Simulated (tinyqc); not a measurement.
UHF in the 3-21g basis, for H3-, spin multiplicity 1, step by step. The basis has no diffuse functions, so it cannot describe the extra electron: this is an exercise in the method, not the real anion. One step of it, computed by the program tinyqc.

Question. Iteration 2: DIIS coefficients. Solve [B -1; -1 0][c; lambda] = [0; -1] for the coefficients, which sum to one.

B (overlaps of the stored error matrices):
```
               1              2
1  8.5240712e-01  3.7967636e-01
2  3.7967636e-01  1.7792736e-01
```

Give: DIIS coefficients.

Answer.

DIIS coefficients: -0.745  1.745
